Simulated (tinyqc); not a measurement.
# Pillar capacitor in an array: capacitance, non-linearity, leakage and relaxation: several studies

A film between two metal electrodes, each interface adding a series capacitance ci. The small-signal permittivity is ek (1 + aq E^2); the field is found with the linear permittivity. Leakage J = J0 sinh(E/Ef). After a voltage step the film passes a relaxation current kr C V tt^(-nr), tt being the time in seconds. The sidewall is a coaxial capacitor with radii a = dm/2 and b = dm/2 + t, depth AR dm; the end face is left out.

Parameters, values chosen for the exercise; permittivity of the order of that of strontium titanate:
- ek = 148 (relative permittivity of the film)
- t = 23 nm (film thickness)
- ci = 220 uF/cm^2 (capacitance of each electrode interface (dead layer and screening))
- aq = -0.068 cm^2/MV^2 (quadratic field coefficient of the permittivity)
- V = 2 V (bias)
- nr = 0.952 (exponent of the relaxation current)
- kr = 0.0005 (strength of the relaxation)
- J0 = 1.4e-11 A/cm^2 (leakage prefactor)
- Ef = 0.49 MV/cm (field for an e-fold rise of the leakage)
- dm = 82 nm (diameter of the pillar)
- AR = 50 (aspect ratio, depth over diameter)
- pt = 180 nm (pitch of the square array)
- rho = 150 uohm cm (resistivity of the inner electrode)
- t0 = 2e-8 s (duration of the write pulse)

Constants: eps0 = 8.8541878128e-14 F/cm where lengths are in cm. Results are converted to the units shown.

Each table varies one quantity; the others keep the values above.

## Capacitance, non-linearity and leakage against thickness

Planar film: Cf = eps0 ek/t, 1/C = 1/Cf + 2/ci, EOT = 3.9 eps0/C, effective permittivity C t/eps0, E = (V/t) C/Cf; quadratic coefficient [C(V)/C - 1]/V^2 with Cf (1 + aq E^2) in C(V).

Capacitance, non-linearity and leakage against thickness:
```
t (nm)  C (uF/cm^2)  EOT (nm)  effective permittivity  E (MV/cm)  quadratic coefficient (ppm/V^2)  J (A/cm^2)
10            11.71    0.2949                   132.2      1.787                         -4.966e4   2.684e-10
13            9.234    0.3740                   135.6      1.409                         -3.129e4   1.238e-10
16            7.623    0.4530                   137.7      1.163                         -2.155e4   7.455e-11
20            6.184    0.5584                   139.7     0.9438                         -1.434e4   4.702e-11
25            5.003    0.6902                   141.3     0.7636                            -9479   3.178e-11
31            4.071    0.8483                   142.5     0.6213                            -6325   2.290e-11
38            3.344     1.033                   143.5     0.5103                            -4295   1.736e-11
48            2.664     1.296                   144.4     0.4066                            -2743   1.300e-11
60            2.142     1.612                   145.1     0.3268                            -1781   1.005e-11
```

C falls from 11.7 to 2.14 uF/cm^2 while the effective permittivity goes from 132 to 145 (ek = 148). EOT is a straight line in t with slope 3.9/ek = 0.0264 and intercept 0.0314 nm. The quadratic coefficient goes as t^(-1.76) between the first two rows and t^(-1.94) between the last two (-2 without interfaces), and J falls by 1.43 decades.

## Cell against the film thickness

Per length 1/c = ln(b/a)/(2 pi eps0 ek) + (1/a + 1/b)/(2 pi ci); cell capacitance c AR dm; per footprint over pt^2; fields c V/(2 pi eps0 ek r) at r = a and b; resistance of the inner electrode rho AR dm/(pi a^2); time constant R C/3 of the distributed line.

The same in every row: R (kohm) = 1.165.

Cell against the film thickness:
```
t (nm)  cell capacitance (fF)  per footprint (uF/cm^2)  field at a (MV/cm)  field at b (MV/cm)  R C/3 (ps)
7.7                     169.8                    523.9               2.453               2.065       65.89
9.7                     141.5                    436.6               2.044               1.653       54.91
12                      119.5                    368.8               1.727               1.336       46.39
16                      95.24                    293.9               1.376              0.9899       36.97
20                      80.07                    247.1               1.157              0.7777       31.08
25                      67.56                    208.5              0.9763              0.6065       26.23
32                      56.30                    173.8              0.8136              0.4569       21.86
```

What does the table show?

As t goes from 7.7 to 32, the cell capacitance falls from 170 to 56.3 fF, the capacitance per footprint falls from 524 to 174 uF/cm^2, the ratio of the two fields rises from 1.19 to 1.78 and R C/3 falls from 65.9 to 21.9 ps; the time constant goes as t^(-0.79) between the first two rows and t^(-0.74) between the last two.

## Charge lost after writing

Planar film: Cf = eps0 ek/t, 1/C = 1/Cf + 2/ci, EOT = 3.9 eps0/C, effective permittivity C t/eps0, E = (V/t) C/Cf. A capacitor written for t0 and then left open loses, as a share of C V, kr (tt^(1 - nr) - t0^(1 - nr))/(1 - nr) by relaxation and J tt/(C V) by leakage; both are taken as small, and rows far outside that range are left out.

The same in every row: leakage current (nA/cm^2) = 0.036536.

Charge lost after writing:
```
tt (s)  relaxation current (nA/cm^2)  loss by relaxation (%)  loss by leakage (%)  total loss (%)
1e-6                        2.7909e6                0.091883           3.3724e-10        0.091883
1e-5                        3.1171e5                 0.15460            3.3724e-9         0.15460
0.0001                         34814                 0.22465            3.3724e-8         0.22465
0.001                         3888.2                 0.30289            3.3724e-7         0.30289
0.01                          434.26                 0.39027            3.3724e-6         0.39027
0.1                           48.501                 0.48786            3.3724e-5         0.48789
1                             5.4169                 0.59685            3.3724e-4         0.59719
10                           0.60499                 0.71859            0.0033724         0.72196
100                         0.067570                 0.85454             0.033724         0.88827
1000                       0.0075466                  1.0064              0.33724          1.3436
```

The two currents are equal at tt = 191 s. The loss by relaxation grows from 0.0919 to 1.01 %, by 0.0627 points over the first decade and 0.152 over the last, while the loss by leakage grows tenfold a decade. Relaxation is the larger loss in every row.

Numbers from tinyqc (`OMP_NUM_THREADS=1 python tinyqc.py 2102082 2102083 out.jsonl`; about 0.01 s on one thread of a shared Intel Xeon 2.30GHz).
